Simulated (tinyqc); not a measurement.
Composition and strain of an epitaxial Si(1-x)Ge(x) layer from Raman and X-ray peaks: one step, computed by the program tinyqc.

A (001) layer, biaxially strained in the plane. The Raman peaks follow empirical lines omega = w0 + c1 x + c3 x^3 + b eps (c3 for Si-Ge alone), with eps the in-plane strain.

Task: Lattice constants and strain. Relaxed lattice constant a(x) = a_Si + (a_Ge - a_Si) x - B x (1 - x). In-plane constant a_par = a_sub + R (a(x) - a_sub); eps = a_par/a(x) - 1; eps_perp = -(2 C12/C11) eps with 2 C12/C11 linear in x; a_perp = a(x) (1 + eps_perp).

Inputs (values chosen for the exercise, modelled on silicon-germanium):

| quantity | value | unit |
|---|---|---|
| Ge fraction x | 0.66 | - |
| degree of relaxation R | 0 | - |
| lattice constant of Si | 5.431 | angstrom |
| lattice constant of Ge | 5.658 | angstrom |
| bowing B | 0.025 | angstrom |
| 2 C12/C11 of Si | 0.776 | - |
| 2 C12/C11 of Ge | 0.747 | - |

Substrate: silicon.

Give: relaxed constant a(x); substrate constant a_sub; a_par; in-plane strain eps; strain along the normal; a_perp.

Result:

relaxed constant a(x) = 5.57521 angstrom

substrate constant a_sub = 5.431 angstrom

a_par = 5.431 angstrom

in-plane strain eps = -25.866 per mille

strain along the normal = 19.577 per mille

a_perp = 5.6844 angstrom

The layer is under compression in the plane and is stretched along the normal. Caution: strains above 2 % survive only in layers a few nanometres thick, and the linear relations lose accuracy.
